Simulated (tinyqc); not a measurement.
Berg model of reactive sputtering of a nitride or oxide: poisoning, hysteresis and pumping speed: one step, computed by the program tinyqc. Command: `OMP_NUM_THREADS=1 python tinyqc.py 3023414 3023415 out.jsonl berg walk`. One thread of a shared host (Intel(R) Xeon(R) Processor @ 2.30GHz), about 0.07 s of CPU time with the checks.

A diatomic gas reacts with bare metal on the target and on the collecting surfaces; ions remove metal and compound from the target. theta_t and theta_c are the compound fractions.

Problem. Steady state at the pressure P. Ion flux j = J/e; gas flux F = P/sqrt(2 pi M k_B T). Target: (2/z) alpha F (1 - theta_t) = j Y_c theta_t. Sputtered flows F_c = j Y_c theta_t A_t, F_m = j Y_m (1 - theta_t) A_t. Collector: (2/z) alpha F (1 - theta_c) A_c + F_c (1 - theta_c) = F_m theta_c. Gas use Q = alpha F [(1 - theta_t) A_t + (1 - theta_c) A_c] + P S/(k_B T); 1 sccm = 4.4780e17 molecules/s. Rate R = F_m + F_c, given relative to j Y_m A_t.

Inputs (values chosen for the exercise, close to those used for aluminium oxide):
```
quantity,value,unit
ion current density J,17,mA/cm^2
target area A_t,96,cm^2
collecting area A_c,2200,cm^2
metal yield Y_m,0.94,-
compound yield Y_c,0.031,-
sticking coefficient alpha,0.31,-
reactive atoms per metal atom z,1.5,-
gas mass M,32,u
pumping speed S,120,l/s
gas temperature T,300,K
reactive partial pressure P,0.0057,Pa
```

Constants: e = 1.602176634e-19 C; u = 1.6605390666e-27 kg; k_B = 1.380649e-23 J/K.

Give: ion flux j; gas flux F; theta_t; theta_c; gas use; total flow Q; rate relative to clean metal.

Solution.

ion flux j = 1.0611e+17 1/(cm^2 s)

gas flux F = 1.5328e+16 1/(cm^2 s)

theta_t = 0.65825

theta_c = 0.81214

gas use (sccm): target 0.3481, collector 4.3855, pump 0.3688

total flow Q = 5.1025 sccm

rate relative to clean metal = 0.36346

The target is partly covered. The film is 81.2 % compound. Caution: here dQ/dP is negative, a branch that flow control cannot hold.
